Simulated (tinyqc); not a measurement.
Thin-film transistor with exponential tail and deep states, accumulation layer: effect of the characteristic temperature of the tail.

An undoped film in accumulation, thicker than the space-charge layer. With band bending psi the Fermi level lies E0 - psi below the band edge. Free electrons n = n0 exp(psi/Vt) carry the current; electrons in two exponential distributions of traps, a = a0 exp(psi/Va) and d = d0 exp(psi/Vp), do not. Linear regime, ohmic contacts, traps in equilibrium.

Va = kB Tt/q, Vp = kB Td/q; n0 = Nc exp(-E0/Vt), a0 = Nt th(T/Tt) exp(-E0/Va), d0 = Nd th(T/Td) exp(-E0/Vp), th(x) = pi x/sin(pi x). G(psi) = sum over the three kinds of c0 [V (exp(psi/V) - 1) - psi], field F = sqrt(2 q G/(eps0 eps_r)); Vg = psi + eps0 eps_r F/Ci at the surface. Total charge Q = Ci (Vg - psi_s); free charge Qf = q times the integral of n0 (exp(psi/Vt) - 1)/F over psi from 0 to psi_s; I = (W/L) mb Qf Vd; effective mobility mb Qf/Q.

Parameters, values chosen for the exercise; values close to those of an organic semiconductor:
```
symbol,value,unit,meaning
T,250,K,temperature
eps_r,3.2,,relative permittivity of the semiconductor
Nc,8.2e19,cm^-3,density of extended states
mb,2.9,cm^2/(V s),band mobility
Nt,1.3e20,cm^-3,total density of tail states
Nd,3.3e17,cm^-3,total density of deep states
Td,1150,K,characteristic temperature of the deep states
E0,0.67,eV,bulk Fermi level below the band edge
Ci,100,nF/cm^2,gate capacitance
WL,2,,ratio W/L
Vd,0.2,V,drain voltage
Vg,2.4,V,gate voltage above flat band
```

Constants: q = 1.602176634e-19 C, kB = 1.380649e-23 J/K, Vt = kB T/q, eps0 = 8.8541878128e-14 F/cm where lengths are in cm. Results are converted to the units shown.

Result of one run:
```
E0 - psi_s (eV),Q (nC/cm^2),free share (%),effective mobility (cm^2/(V s)),I (nA)
0.1389,186.9,0.4804,0.01393,1.042
```

Which characteristic temperature of the tail Tt gave this result: 310, 350, 510 or 550 K?

Tt = 510 K.

The whole series:
```
Tt (K),E0 - psi_s (eV),Q (nC/cm^2),free share (%),effective mobility (cm^2/(V s)),I (nA)
310,0.1018,183.2,3.405,0.09875,7.236
350,0.1051,183.5,2.753,0.07984,5.861
390,0.1116,184.2,1.934,0.05608,4.131
430,0.1197,185.0,1.265,0.03670,2.715
470,0.1289,185.9,0.7920,0.02297,1.708
510,0.1389,186.9,0.4804,0.01393,1.042
550,0.1494,187.9,0.2847,0.008257,0.6207
590,0.1604,189.0,0.1657,0.004806,0.3634
```

As Tt goes from 310 to 590 K, the free share falls from 3.41 to 0.166 %, the distance of the Fermi level from the edge rises from 0.102 to 0.160 eV and the current falls from 7.24 to 0.363 nA. Q varies by only 3.2 %: the gate sets the charge, the traps decide how much of it moves. For Tt = 310 to 350 K the th form, which assumes a Fermi level far below the edge, overcounts the filled tail at the surface by more than 15 %.

Numbers from tinyqc (`OMP_NUM_THREADS=1 python tinyqc.py 2610131 2610132 out.jsonl`; about 0.01 s on one thread of a shared Intel Xeon 2.30GHz).
